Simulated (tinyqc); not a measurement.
# Punch-through p+-n junction, ionisation integral and breakdown: several studies

A p+ layer at x < 0 and an n drift layer from x = 0 to L on an n+ substrate. Depletion approximation, built-in voltage neglected. Local ionisation coefficients alpha_n = an exp(-(bn/E)^mx), alpha_p = ap exp(-(bp/E)^mx). Electrons move towards +x, holes towards x = 0.

Values chosen for this exercise; material values close to those of silicon: relative permittivity eps_r = 11.9; prefactor of the electron ionisation coefficient an = 7.11e5 1/cm; field constant for electrons bn = 1.27e6 V/cm; prefactor of the hole ionisation coefficient ap = 1.68e6 1/cm; field constant for holes bp = 2.13e6 V/cm; exponent mx = 1; electron mobility of the drift layer mu = 1290 cm^2/(V s); donor density of the drift layer N = 1.9e15 cm^-3; thickness of the drift layer L = 4.5 um.

Constants: q = 1.602176634e-19 C, eps0 = 8.8541878128e-14 F/cm where lengths are in cm. Results are converted to the units shown.

Each table varies one quantity; the others keep the values above.

## Multiplication against voltage

W = sqrt(2 eps0 eps_r V/(q N)), peak field E0 = q N W/(eps0 eps_r), falling linearly to 0 at W; if W > L the layer is punched through: W = L, E0 = V/L + q N L/(2 eps0 eps_r), falling linearly to E1 = V/L - q N L/(2 eps0 eps_r). G(x) = integral from 0 to x of (alpha_n - alpha_p); I_n = integral of alpha_n exp(-G) (electrons injected at x = 0), I_p = integral of alpha_p exp(G(end) - G) (holes injected at the far edge); M = 1/(1 - I). Integrals on a fine grid; BV is where I_n = 1. Here BV = 112.537 V; the Miller exponent is n = ln(1 - 1/M)/ln(V/BV).

Results:

| V (V) | E0 (kV/cm) | I_n | I_p | M_n | M_p | Miller n, electrons | Miller n, holes |
|---|---|---|---|---|---|---|---|
| 45 | 165 | 0.0192 | 1.63e-4 | 1.02 | 1.00 | 4.31 | 9.52 |
| 56.3 | 190 | 0.0670 | 0.00120 | 1.07 | 1.00 | 3.90 | 9.71 |
| 78.8 | 240 | 0.348 | 0.0235 | 1.53 | 1.02 | 2.96 | 10.5 |
| 90 | 265 | 0.576 | 0.0823 | 2.36 | 1.09 | 2.47 | 11.2 |
| 96.8 | 280 | 0.721 | 0.173 | 3.58 | 1.21 | 2.18 | 11.7 |
| 104 | 296 | 0.861 | 0.381 | 7.20 | 1.62 | 1.89 | 12.2 |
| 108 | 305 | 0.930 | 0.596 | 14.4 | 2.48 | 1.75 | 12.6 |
| 111 | 312 | 0.978 | 0.838 | 44.5 | 6.18 | 1.65 | 12.8 |

Estimate the missing row, V = 67.5 V.

Computed row:

| V (V) | E0 (kV/cm) | I_n | I_p | M_n | M_p | Miller n, electrons | Miller n, holes |
|---|---|---|---|---|---|---|---|
| 67.5 | 215 | 0.171 | 0.00593 | 1.21 | 1.01 | 3.45 | 10.0 |

With this row back in the table: M_n rises from 1.020 to 44.5 and M_p from 1.000 to 6.18; both diverge at BV. The Miller exponent for electrons falls from 4.31 to 1.65 and that for holes rises from 9.52 to 12.8, so one exponent describes neither over the whole range. The larger multiplication belongs to electrons, whose coefficient at the peak field of the last row is 6.68 times the other.

## Effect of the drift doping

Same model as above.

Specific on-resistance Ron = L/(q mu N) with constant mobility and full ionisation.

Effect of the drift doping:

| N (cm^-3) | BV (V) | E0 at BV (kV/cm) | W at BV (um) | Ron (mohm cm^2) | BV^2/Ron (MW/cm^2) | eps0 eps_r mu E0^3/4 (MW/cm^2) |
|---|---|---|---|---|---|---|
| 1.6e14 | 119 | 269 | 4.50 | 13.6 | 1.04 | 6.65 |
| 3e14 | 119 | 274 | 4.50 | 7.26 | 1.94 | 6.97 |
| 5.8e14 | 118 | 282 | 4.50 | 3.75 | 3.70 | 7.61 |
| 1.1e15 | 116 | 296 | 4.50 | 1.98 | 6.82 | 8.80 |
| 2.1e15 | 111 | 319 | 4.50 | 1.04 | 12.0 | 11.1 |
| 4.1e15 | 96.2 | 354 | 4.50 | 0.531 | 17.4 | 15.1 |
| 7.9e15 | 65.0 | 395 | 3.29 | 0.276 | 15.3 | 21.0 |
| 1.5e16 | 43.2 | 444 | 1.95 | 0.145 | 12.9 | 29.7 |

What does the table show?

BV falls from 119 to 43.2 V while the critical field rises from 269 to 444 kV/cm. BV goes as N^(0.00) between the first two rows and N^(-0.64) between the last two (a coefficient proportional to E^7 gives -0.75 without punch-through). BV^2/Ron goes from 1.04 through a maximum of 17.4 (at N = 4.1e15 among the rows listed) to 12.9 MW/cm^2; the layer is punched through at breakdown in 6 of the 8 rows.

## Effect of the drift thickness

Same model as above.

The value eps0 eps_r mu E0^3/4 holds for a triangular field; a layer that punches through can exceed it.

Results:

| L (um) | BV (V) | E0 at BV (kV/cm) | W at BV (um) | Ron (mohm cm^2) | BV^2/Ron (MW/cm^2) | eps0 eps_r mu E0^3/4 (MW/cm^2) |
|---|---|---|---|---|---|---|
| 1.6 | 50.9 | 341 | 1.60 | 0.407 | 6.36 | 13.5 |
| 2.2 | 65.3 | 329 | 2.20 | 0.560 | 7.61 | 12.1 |
| 2.9 | 81.0 | 321 | 2.90 | 0.738 | 8.88 | 11.3 |
| 4 | 103 | 316 | 4.00 | 1.02 | 10.5 | 10.7 |
| 7.2 | 151 | 314 | 7.20 | 1.83 | 12.5 | 10.5 |
| 9.6 | 168 | 314 | 9.60 | 2.44 | 11.6 | 10.5 |
| 13 | 171 | 314 | 10.9 | 3.31 | 8.80 | 10.5 |
| 17 | 171 | 314 | 10.9 | 4.33 | 6.73 | 10.5 |

Estimate the missing row, L = 5.3 um.

Computed row:

| L (um) | BV (V) | E0 at BV (kV/cm) | W at BV (um) | Ron (mohm cm^2) | BV^2/Ron (MW/cm^2) | eps0 eps_r mu E0^3/4 (MW/cm^2) |
|---|---|---|---|---|---|---|
| 5.3 | 126 | 314 | 5.30 | 1.35 | 11.8 | 10.6 |

With this row back in the table: BV rises from 50.9 to 171 V and saturates once L exceeds the free depleted width of 10.9 um, while Ron keeps rising as L. BV^2/Ron goes from 6.36 through a maximum of 12.5 (at L = 7.2 um among the rows listed) to 6.73 MW/cm^2. The best row has L = 0.66 of that width: the last part of the triangle adds little voltage but its full share of resistance.

Computed by the program tinyqc: `OMP_NUM_THREADS=1 python tinyqc.py 2120044 2120045 out.jsonl`, one thread of a shared Intel Xeon 2.30GHz, about 0.07 s for the whole run.
